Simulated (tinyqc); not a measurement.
Interband optics of a two-band s-p chain from momentum matrix elements: sweeps and comparisons. A value that a table varies takes the place of the one given here.

H(k) = [[Es - 2 ts cos ka, 2i V sin ka], [-2i V sin ka, Ep_ + 2 tp cos ka]] in the basis s, p; the lower band is full, with two electrons a cell. The velocity operator times hbar is W = dH/dk (eV angstrom); intra-atomic dipoles are left out.

With w(k) = |<c|W|v>|^2 and D(k) = Ec - Ev, on the mesh k_j = (j + 1/2)/N (2 pi/a): eps(E) = 1 + (8 pi e2/(a Ar)) mean_j (w/D^2) [1/(D - E - i eta) + 1/(D + E + i eta)], e2 = e^2/(4 pi eps0); light polarised along the chains, no local fields.

Constants: e^2/(4 pi eps0) = 14.39964547 eV angstrom; hbar^2/2m0 = 3.80998211 eV angstrom^2.

Inputs chosen for the exercise: a = 2.6 angstrom (period); Es = 2.21 eV (upper orbital (s)); Ep_ = -3.33 eV (lower orbital (p)); ts = 0.56 eV (s-s hopping); tp = 0.69 eV (p-p hopping); V = 1.8 eV (s-p hopping); Ar = 12.8 angstrom^2 (cross-section per chain); eta = 0.2 eV (Lorentzian half width); E = 5.44 eV (photon energy).

## Joint density of states against eps2

Mesh of 2000 points. J(E) = mean of (eta/pi)/((E - D)^2 + eta^2). The fourth column is J times the constant (8 pi^2 e2/(a Ar)) mean(w/D^2). R = |(sqrt(eps) - 1)/(sqrt(eps) + 1)|^2.

Spectrum:
```
E (eV),J (1/eV),eps2,eps2 with constant element,eps1,R
2.44,0.012,2.439,0.479,12.939,0.324
3.12,0.097,24.710,3.764,8.658,0.530
3.80,0.071,8.884,2.752,-5.226,0.560
4.48,0.062,3.572,2.405,-3.366,0.542
5.16,0.060,1.660,2.347,-1.632,0.477
5.84,0.063,0.862,2.437,-0.282,0.261
6.52,0.069,0.561,2.688,0.945,0.019
7.20,0.085,0.710,3.313,2.537,0.061
7.88,0.187,4.273,7.256,6.088,0.237
8.55,0.306,5.950,11.899,-1.834,0.418
9.23,0.398,3.791,15.467,-3.396,0.536
9.91,0.045,0.539,1.763,-2.285,0.809
```

Transitions span 3.040 to 9.313 eV. Among the energies listed J peaks at 9.23 eV and eps2 at 3.12 eV. The ratio of eps2 to the constant-element value is 3.23 at 3.80 eV and 0.50 at 8.55 eV: w/D^2 is 9.480 angstrom^2 at the zone centre and 1.355 at the edge.

## Mesh against broadening

eps2 at E for three widths, and eps(0) at eta = 0; the last row is the mesh of 2000 points.

Convergence:
```
N,eta = 0.03 eV,eta = 0.1 eV,eta = 0.3 eV,eps(0)
4,0.029,0.097,0.271,1.8875
8,0.115,0.382,1.090,4.2090
16,0.927,2.285,2.425,6.6705
32,0.142,0.463,1.207,6.9911
64,0.374,0.918,1.430,6.9928
128,1.955,1.201,1.442,6.9928
2000,0.886,1.040,1.441,6.9928
```

The first N from which eps2 stays within 2 % of the last row is above 128 for eta = 0.03, above 128 for 0.1 and 64 for 0.3 eV; for eps(0) and 0.1 % it is 32. E lies inside the range of transitions, so as a rule the spacing of D between mesh points must fall below eta (less so where the weight w is small at E).

## Static constant against the gap

Es takes the values listed; mesh of 400 points; the Penn-type estimate is 1 + 8 pi c e2 n_eff/(a Ar Dm^2) with Dm the f-weighted mean of D, f = w/(c D), n_eff = 2 mean(f), c = hbar^2/2m0.

Results:
```
Es (eV),smallest D (eV),Dm (eV),n_eff,eps(0),estimate
1.91,2.741,5.756,3.037,8.381,4.798
2.21,3.041,6.051,2.950,6.993,4.338
2.71,3.541,6.541,2.813,5.408,3.724
3.21,4.040,7.029,2.685,4.367,3.251
4.21,5.040,8.002,2.454,3.129,2.587
5.21,6.040,8.975,2.253,2.448,2.159
7.21,8.040,10.924,1.924,1.769,1.668
```

eps(0) - 1 falls from 7.381 to 0.769, as Dm^-3.53; a fixed n_eff would give the power -2, and n_eff goes from 3.037 to 1.924. The single-gap estimate is low by 48.5 % of eps(0) - 1 in the first row and 13.2 % in the last, since 1/D^2 favours the smallest separations. n_eff need not equal the 2 electrons of the cell: a two-orbital basis with chosen hoppings does not obey the free-electron sum rule.

## What moves the optical response

Mesh of 400 points; n_eff = 2 mean(w/(c D)), c = hbar^2/2m0. Each row changes one parameter from the base and keeps the others.

Results:
```
case,smallest D (eV),largest D (eV),n_eff,eps(0)
base,3.041,9.313,2.950,6.993
a = 2.73 angstrom,3.041,9.313,3.252,7.292
Es = 2.51 eV,3.341,9.519,2.866,5.958
ts = 0.672 eV,2.817,9.363,2.980,7.844
V = 1.98 eV,3.041,9.839,3.372,7.748
Ar = 14.08 angstrom^2,3.041,9.313,2.950,6.448
```

The largest shifts from the base row, up to three for each result and ties (the steps differ in size, so this ranks the rows, not the parameters). smallest D (eV): Es +0.300, ts -0.224; unchanged at the printed digits by a, V and Ar. largest D (eV): V +0.526, Es +0.206, ts +0.049; unchanged at the printed digits by a and Ar. n_eff: V +0.422, a +0.302, Es -0.083; unchanged at the printed digits by Ar. eps(0): Es -1.035, ts +0.851, V +0.756.

Program tinyqc; command `OMP_NUM_THREADS=1 python tinyqc.py 1652667 1652668 out.jsonl`; about 0.01 s on one thread of a shared Intel(R) Xeon(R) Processor @ 2.30GHz.
